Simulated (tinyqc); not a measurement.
Energy and delay of logic against supply voltage: two steps of the calculation.

One expression serves below and above threshold: I(Vg) = Ik [ln(1 + exp((Vg - VT + dd V)/(al nf Vt)))]^al, with I_on = I(V) and I_off = I(0). Gate delay td = kd C V/I_on, clock period LD td. Per gate and cycle the switching energy is act C V^2 and the leakage energy I_off V LD td. No short-circuit current, no variation. Minima are sought above 0.09 V; below a few Vt gates no longer switch and the model has no meaning.

Values chosen for this exercise; values of the order met in logic technologies: temperature T = 330 K; threshold voltage at zero drain bias VT = 0.26 V; slope factor nf = 1.37; barrier lowering per volt of supply dd = 0.07; specific current of a gate Ik = 0.77 uA; exponent of the current law al = 1.51; load capacitance of a gate C = 0.7 fF; delay factor kd = 0.7; logic depth LD = 16; activity factor act = 0.01; supply voltage V = 0.93 V.

Constants: q = 1.602176634e-19 C, kB = 1.380649e-23 J/K, Vt = kB T/q. Results are converted to the units shown.

Question 1. Currents, delay and energies. I_on, I_off, td, clock frequency 1/(LD td), both energies and their sum.

Find: I_on; I_off; td; clock frequency; switching energy; leakage energy; energy.

Answer 1.

I_on = 34.882 uA
I_off = 5.0360 nA
td = 13.064 ps
clock frequency = 4.7841 GHz
switching energy = 6.0543 aJ
leakage energy = 0.97896 aJ
energy = 7.0333 aJ

I_on/I_off = 6930; leakage makes up 13.9 % of the energy.

Question 2. New V. Minimum-energy supply: E(V) is the energy per gate and cycle; with h = 0.001 V, E' = (E(V + h) - E(V - h))/(2 h), E'' = (E(V - h) - 2 E(V) + E(V + h))/h^2, V(new) = V - E'/E''.

V at the start = 0.36 V

Give: E'; E''; V after iteration 1.

Answer 2.

E' = 2.453 aJ/V
E'' = 53.97 aJ/V^2
V after iteration 1 = 0.3145 V

Computed by the program tinyqc: `OMP_NUM_THREADS=1 python tinyqc.py 2082049 2082050 out.jsonl`, one thread of a shared Intel Xeon 2.30GHz, about 0.01 s for the whole run.
